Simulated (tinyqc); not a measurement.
# A six-terminal Hall bar with edge channels and a constriction, Landauer-Buettiker equations: two studies

Contacts 1 (source) and 4 (drain) end the bar; 2 and 3 lie on the upper edge, 6 and 5 on the lower edge, with a constriction between 2 and 3 (and between 6 and 5). Carriers run 1 to 2 to 3 to 4 to 5 to 6 to 1 in M channels. The constriction passes Tc from 2 to 3 and from 5 to 6, and turns M - Tc from 2 to 6 and from 5 to 3. Signs are those of positive carriers; V4 = 0.

Parameters, values chosen for the exercise: edge channels, spin counted singly M = 1; summed transmission of the constriction Tc = 1; current from contact 1 to contact 4 I = 100 nA.

Constants: q = 1.602176634e-19 C, h = 6.62607015e-34 J s. Results are converted to the units shown.

Each table varies one quantity; the others keep the values above.

## Effect of the constriction

I_i = (q^2/h) [M V_i - sum_j T_ij V_j], with I_1 = I, V_4 = 0 and no current at 2, 3, 5, 6. R(a,b) = (V_a - V_b)/I.

The same in every row: R(2,6) (kohm) = 25.81.

Effect of the constriction:

| Tc | R(1,4) (kohm) | R(2,3) (kohm) | R(2,5) (kohm) | R(3,6) (kohm) |
|---|---|---|---|---|
| 0.125 | 206.5 | 180.7 | 206.5 | -154.9 |
| 0.25 | 103.3 | 77.44 | 103.3 | -51.63 |
| 0.375 | 68.83 | 43.02 | 68.83 | -17.21 |
| 0.5 | 51.63 | 25.81 | 51.63 | 0 |
| 0.625 | 41.30 | 15.49 | 41.30 | 10.33 |
| 0.75 | 34.42 | 8.604 | 34.42 | 17.21 |
| 0.875 | 29.50 | 3.688 | 29.50 | 22.13 |
| 1 | 25.81 | 0 | 25.81 | 25.81 |

The Hall resistance R(2,6) stays at 25.813 kohm = (h/q^2)/1, whatever the constriction does. The longitudinal R(2,3) falls from 181 to 0 kohm and vanishes without back-scattering, while the two-terminal R(1,4) falls only to 25.813 kohm. R(3,6) changes sign at Tc = M/2 = 0.5.

## Effect of the number of channels

Same model as above.

R(a,b) = (V_a - V_b)/I.

The same in every row: R(1,4) (kohm) = 25.81; R(2,5) (kohm) = 25.81.

Effect of the number of channels:

| M | R(2,3) (kohm) | R(2,6) (kohm) | R(3,6) (kohm) |
|---|---|---|---|
| 1 | 0 | 25.81 | 25.81 |
| 2 | 12.91 | 12.91 | 0 |
| 3 | 17.21 | 8.604 | -8.604 |
| 4 | 19.36 | 6.453 | -12.91 |
| 5 | 20.65 | 5.163 | -15.49 |
| 6 | 21.51 | 4.302 | -17.21 |
| 7 | 22.13 | 3.688 | -18.44 |

Read the table: what changes, and by how much?

With Tc held at 1, R(1,4) stays at 25.813 kohm. The Hall resistance R(2,6) falls from 25.8 to 3.69 kohm as 1/M, and R(2,3) rises from 0 to 22.1 kohm; their sum is always R(2,5) = R(1,4).

Program tinyqc, `OMP_NUM_THREADS=1 python tinyqc.py 2700039 2700040 out.jsonl`; Intel Xeon 2.30GHz, shared host, one thread, about 0.01 s.
